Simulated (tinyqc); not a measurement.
Inside a calculation. Model: precursor delivery by bubblers, mass-transport growth and the solid composition of a III-V alloy. Computed by tinyqc, a small Python program that keeps every step. Command: `OMP_NUM_THREADS=1 python tinyqc.py 3024643 3024644 out.jsonl movpe_thermo walk`. One thread of a shared host (Intel(R) Xeon(R) Processor @ 2.30GHz), about 0.02 s of CPU time with the checks. Intermediate numbers are printed to about 6 digits and carried at full precision; extremes and crossings named in words are read from the listed rows.

1 sccm = 44.615 micromol/min; 1 torr = 133.322 Pa. The sources decompose fully at the surface.

Inputs (values chosen for the exercise, modelled on trimethylgallium (source 1) and trimethylindium (source 2) for the vapour pressures):

| quantity | value | unit |
|---|---|---|
| bath temperature T1 | 273 | K |
| bath temperature T2 | 290 | K |
| bubbler pressure p_b | 400 | torr |
| carrier flow F1 | 22 | sccm |
| carrier flow F2 | 330 | sccm |
| total flow F_t | 30 | slm |
| group-V flow F_V | 22 | sccm |
| reactor pressure p | 40 | torr |
| growth temperature T | 870 | K |
| diffusivity at 273 K and 760 torr | 0.31 | cm^2/s |
| flow cross-section A | 23 | cm^2 |
| distance from the leading edge z | 7 | cm |
| lattice constant a | 5.99 | angstrom |
| interaction L0 of the solid | 5.37 | kJ/mol |
| vapour fraction x_v of D among the group-V sources | 0.66 | - |
| exchange energy dG_x of AC + (1/2) D2 -> AD + (1/2) C2 | -19 | kJ/mol |

Alloy: mixing on the group-V sites.

constants a, b of source 1 (log10 torr, K): 8.085  1703

constants a, b of source 2 (log10 torr, K): 10.56  3014

Constants: k_B = 1.380649e-23 J/K; R = 8.314462618 J/(mol K).

## Bubblers

log10 p_v = a - b/T_bath; molar flow = F x 44.615 x p_v/(p_b - p_v) for a saturated bubbler.

vapour pressure 1 = 70.2918 torr

molar flow 1 = 209.256 micromol/min

vapour pressure 2 = 1.46858 torr

molar flow 2 = 54.2536 micromol/min

One kelvin of bath error changes flow 1 by 6.4 % and flow 2 by 8.3 %.

## Partial pressures in the reactor

p_i = p n_i/(44615 F_t), F_t in slm; p_V = p F_V/(1000 F_t), counted per molecule supplied; V/III = 44.615 F_V/(n1 + n2); vapour fraction of source 2 = n2/(n1 + n2).

p_1 = 0.00625369 torr

p_2 = 0.00162139 torr

p_V = 0.0293333 torr

V/III ratio = 3.72483

vapour fraction of source 2 = 0.205888

Caution: so low a V/III ratio is near the limit of smooth growth, and depletion of group V, left out here, shifts the composition.

## Mass transport

Mean velocity u = (F_t/A)(760/p)(T/273); D = D0 (T/273)^1.75 (760/p); boundary layer delta = sqrt(pi D z/u); flux = D dp/(delta k_B T); growth rate = flux x a^3/4.

velocity u = 1316.29 cm/s

D = 44.7702 cm^2/s

boundary layer delta = 0.864853 cm

growth rate per torr of group III = 1111.40 micrometre/(h torr)

## Solid composition

At high V/III the group-V pressures at the surface equal those supplied, as dimers: p_D2/p_C2 = x_v/(1 - x_v). Equilibrium of the solid AC(1-x)D(x), A standing for the mix of both group-III metals: ln[x/(1 - x)] + L0 (1 - 2x)/(R T) = -dG_x/(R T) + (1/2) ln[x_v/(1 - x_v)]. Growth rate = rate per torr x (p_1 + p_2). Sensitivity dx/dx_v = [1/(2 x_v (1 - x_v))]/[1/(x (1 - x)) - 2 L0/(R T)].

solid fraction x = 0.974999

distribution coefficient x/x_v = 1.47727

dx/dx_v = 0.0563523

growth rate = 8.75234 micrometre/h

The solid is richer in D than the vapour. The growth rate is set by group III alone.

## Solid against vapour

At high V/III the group-V pressures at the surface equal those supplied, as dimers: p_D2/p_C2 = x_v/(1 - x_v). Equilibrium of the solid AC(1-x)D(x), A standing for the mix of both group-III metals: ln[x/(1 - x)] + L0 (1 - 2x)/(R T) = -dG_x/(R T) + (1/2) ln[x_v/(1 - x_v)].

Composition:

| x_v | x | x for L0 = 0 | x/x_v |
|---|---|---|---|
| 0.02 | 0.737592 | 0.663901 | 36.8796 |
| 0.05 | 0.840168 | 0.760317 | 16.8034 |
| 0.10 | 0.891855 | 0.821717 | 8.9185 |
| 0.25 | 0.938698 | 0.888680 | 3.7548 |
| 0.50 | 0.965009 | 0.932556 | 1.9300 |
| 0.75 | 0.979935 | 0.959919 | 1.3066 |
| 0.90 | 0.988462 | 0.976460 | 1.0983 |
| 0.95 | 0.992072 | 0.983679 | 1.0443 |
| 0.98 | 0.995071 | 0.989774 | 1.0154 |

dG_x = -19 kJ/mol favours AD: at x_v = 1/2 the ideal solid has x = 0.933. The positive L0 pushes x away from 1/2, to 0.965, and steepens the curve near x = 1/2; at L0 = 2 R T = 14.5 kJ/mol the slope would diverge.

Checks made by the program: the sensitivity to the bath against a difference (relative difference below 1e-10).
